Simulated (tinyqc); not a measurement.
Silicon n-p-n transistor, Gummel numbers and transit times: two steps of the calculation.

One-dimensional n-p-n transistor in the forward active mode at low injection. In the base p(x) = NB exp(-eta x/wb) and ni(x)^2 = ni^2 exp((g0 + g1 x/wb)/Vt); electrons leave the base at vsat; band spikes at the emitter junction and recombination inside the emitter are ignored.

Inputs (values chosen for the exercise); band and dielectric values close to those of silicon:

| symbol | value | unit | meaning |
|---|---|---|---|
| T | 300 | K | temperature |
| Eg | 1.1 | eV | band gap |
| eps_r | 11.7 |  | relative permittivity |
| Nc | 2.81e19 | cm^-3 | conduction-band density of states at T |
| Nv | 2.66e19 | cm^-3 | valence-band density of states at T |
| vsat | 1.01e7 | cm/s | saturation velocity |
| wb | 260 | nm | neutral base width |
| NB | 1.6e18 | cm^-3 | base doping at the emitter edge |
| eta | 1.1 |  | doping falls as exp(-eta x/wb) |
| g0 | 0 | eV | gap reduction at the emitter edge of the base |
| g1 | 0 | eV | further gap reduction across the base (linear) |
| Dn | 7 | cm^2/s | electron diffusion coefficient in the base |
| NE | 1.1e20 | cm^-3 | emitter doping |
| gE | 0.095 | eV | gap reduction in the emitter (negative: wider gap) |
| we | 58 | nm | neutral emitter width |
| Dp | 1.1 | cm^2/s | hole diffusion coefficient in the emitter |
| Se | 2e6 | cm/s | recombination velocity at the emitter contact |
| tb | 3e-8 | s | electron lifetime in the base |
| NC | 2e16 | cm^-3 | collector doping |
| VCB | 0.3 | V | collector-base reverse bias |

Constants: q = 1.602176634e-19 C, kB = 1.380649e-23 J/K, Vt = kB T/q, eps0 = 8.8541878128e-14 F/cm where lengths are in cm. Results are converted to the units shown.

Task 1. Base Gummel number and transit time. f(x) = p(x) ni^2/ni(x)^2; I(x) = integral from x to wb of f/Dn, plus f(wb)/vsat; base Gummel number GB = I(0); electron density per unit flux n/(J/q) = I/f; base transit time tauB = integral of I/f over the base. Trapezoid rule on 12 equal steps.

Give: x; f; I; I/f; GB; tauB.

Result 1.

```
point  x (nm)  f (cm^-3)  I (s/cm^4)  I/f (s/cm)
0         0.0   1.600e18    3.659e12    2.287e-6
1        21.7   1.460e18    3.186e12    2.182e-6
2        43.3   1.332e18    2.754e12    2.067e-6
3        65.0   1.215e18    2.360e12    1.942e-6
4        86.7   1.109e18    2.000e12    1.804e-6
5       108.3   1.012e18    1.672e12    1.652e-6
6       130.0   9.231e17    1.372e12    1.487e-6
7       151.7   8.423e17    1.099e12    1.305e-6
8       173.3   7.685e17    8.498e11    1.106e-6
9       195.0   7.012e17    6.224e11    8.876e-7
10      216.7   6.398e17    4.148e11    6.484e-7
11      238.3   5.837e17    2.255e11    3.863e-7
12      260.0   5.326e17    5.273e10    9.901e-8
```

GB = 3.659e12 s/cm^4
tauB = 36.10 ps

Task 2. Gain, Early voltage and collector delay. ni = sqrt(Nc Nv) exp(-Eg/(2 Vt)), Eg in volts; GE = NE exp(-gE/Vt)(we/Dp + 1/Se); JC = J0 exp(VBE/Vt), J0 = q ni^2/GB; gain limited by back injection GE/GB, by base recombination tb/tauB, together 1/beta = the sum of the inverses; collector layer one-sided, Wc = sqrt(2 eps0 eps_r (Vbc + VCB)/(q NC)), Vbc = Vt ln(p(wb) NC/ni^2), Cjc = eps0 eps_r/Wc; Early voltage VA = GB q p(wb)/(f(wb) Cjc [1/Dn - (eta + g1/Vt)/(wb vsat)]), f(wb) = p(wb) exp(-(g0 + g1)/Vt), p(wb) = NB exp(-eta); tauC = Wc/(2 vsat).

GB = 3.6594844e12 s/cm^4
tauB = 36.097131 ps

Find: ni; GE; J0; GE/GB; tb/tauB; beta; Wc; Cjc; VA; tauC.

Result 2.

ni = 1.5747e10 cm^-3
GE = 1.6101e13 s/cm^4
J0 = 1.0857e-11 A/cm^2
GE/GB = 4.3997
tb/tauB = 831.09
beta = 4.3765
Wc = 268.08 nm
Cjc = 0.38642 fF/um^2
VA = 109.42 V
tauC = 1.3272 ps

The gain is limited more by back injection into the emitter. beta VA = 479 V.

Range of the model: Heavy doping makes emitter or base degenerate; gE and g0 are to be read as apparent gap changes that include this.

Program tinyqc, `OMP_NUM_THREADS=1 python tinyqc.py 2320136 2320137 out.jsonl`; Intel Xeon 2.30GHz, shared host, one thread, about 0.01 s.
